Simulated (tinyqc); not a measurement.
# Threshold and carrier lifetime from two turn-on delays

Question. With a constant carrier lifetime tau, a current step from 0 to I reaches threshold after td = tau ln(I/(I - Ith)). Find Ith and tau.

turn-on delay for steps from 0 to 13 and to 26 mA (ns): 2.0583552  0.76309003

Solution. The ratio of the delays holds no tau and rises steadily with Ith, so it has one root below the smaller current.

Ith = 8.60 mA
tau = 1.90 ns

Program tinyqc, `OMP_NUM_THREADS=1 python tinyqc.py 2840130 2840131 out.jsonl`; Intel Xeon 2.30GHz, shared host, one thread, about 0.01 s.
